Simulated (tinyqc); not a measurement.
Shallow donor in an anisotropic valley (effective-mass theory): sweeps and comparisons. A value that a table varies takes the place of the one given here.

One valley: H = -c [(d2/dx2 + d2/dy2)/mt + (d2/dz2)/ml] - q/(eps r), c = hbar^2/2m0, q = e^2/(4 pi eps0). Trial function exp(-sqrt((x^2 + y^2)/a^2 + z^2/b^2)) with a > b: T = (c/3)(2/(mt a^2) + 1/(ml b^2)), V = -(q/eps) atan(u/b)/u, u = sqrt(a^2 - b^2). The central cell of the impurity is left out.

Constants: hbar^2/2m0 = 3.80998211 eV angstrom^2; e^2/(4 pi eps0) = 14.39964547 eV angstrom; Ry = 13.60569312 eV; a0 (Bohr radius) = 0.5291772105 angstrom.

Values chosen for the exercise (near those of Ge; the results hold for these values, not for the real material):

| symbol | value | unit | meaning |
|---|---|---|---|
| mt | 0.084 | m0 | transverse mass |
| eps | 14.9 |  | dielectric constant |
| xs | (1.2, 1.8, 3.1, 6.1, 11, 15, 54, 150) |  | ratios ml/mt |
| ml | 1.568 | m0 | longitudinal mass |

## Mass anisotropy

mt and eps fixed, ml varied. Energies in units of Ry*(mt) = Ry mt/eps^2 and lengths in a*(mt) = a0 eps/mt; the last two columns use one mass, 3/(1/ml + 2/mt) or (ml mt^2)^(1/3).

Results:

| ml/mt | a/a* | b/a | binding | conductivity mass | density-of-states mass |
|---|---|---|---|---|---|
| 1.20 | 0.962 | 0.937 | 1.062 | 1.059 | 1.063 |
| 1.80 | 0.888 | 0.811 | 1.203 | 1.174 | 1.216 |
| 3.10 | 0.804 | 0.670 | 1.401 | 1.292 | 1.458 |
| 6.10 | 0.722 | 0.529 | 1.654 | 1.386 | 1.827 |
| 11.0 | 0.665 | 0.431 | 1.874 | 1.435 | 2.224 |
| 15.0 | 0.640 | 0.387 | 1.987 | 1.452 | 2.466 |
| 54.0 | 0.562 | 0.250 | 2.421 | 1.486 | 3.780 |
| 150 | 0.521 | 0.177 | 2.715 | 1.495 | 5.313 |

The binding grows from 1.06 to 2.72 Ry*(mt); for ml going to infinity the exact problem becomes two-dimensional, with 4 Ry*. The conductivity mass saturates at 1.5 and underbinds, by 16 % at ml/mt = 6.1; the density-of-states mass errs by +10 % there and by +96 % in the last row. With these mt and eps one unit is 5.15 meV.

## What each parameter does

The minimum of the trial energy. Each row changes one parameter from the base and keeps the others.

Results:

| case | E (meV) | a (angstrom) | b (angstrom) | b/a |
|---|---|---|---|---|
| base | -10.63 | 58.60 | 21.06 | 0.359 |
| ml = 1.254 m0 | -10.22 | 60.14 | 23.34 | 0.388 |
| mt = 0.076 m0 | -9.78 | 64.05 | 22.24 | 0.347 |
| eps = 13.4 | -13.15 | 52.70 | 18.94 | 0.359 |

The largest shifts from the base row, up to three for each result and ties (the steps differ in size, so this ranks the rows, not the parameters). E (meV): eps -2.51, mt +0.85, ml +0.41. a (angstrom): eps -5.90, mt +5.45, ml +1.54. b (angstrom): ml +2.28, eps -2.12, mt +1.18. b/a: ml +0.029, mt -0.012; unchanged at the printed digits by eps. eps only rescales the solution (E as 1/eps^2, lengths as eps), so b/a depends on ml/mt alone.

Program tinyqc; command `OMP_NUM_THREADS=1 python tinyqc.py 1251449 1251450 out.jsonl`; about 0.01 s on one thread of a shared Intel(R) Xeon(R) Processor @ 2.30GHz.
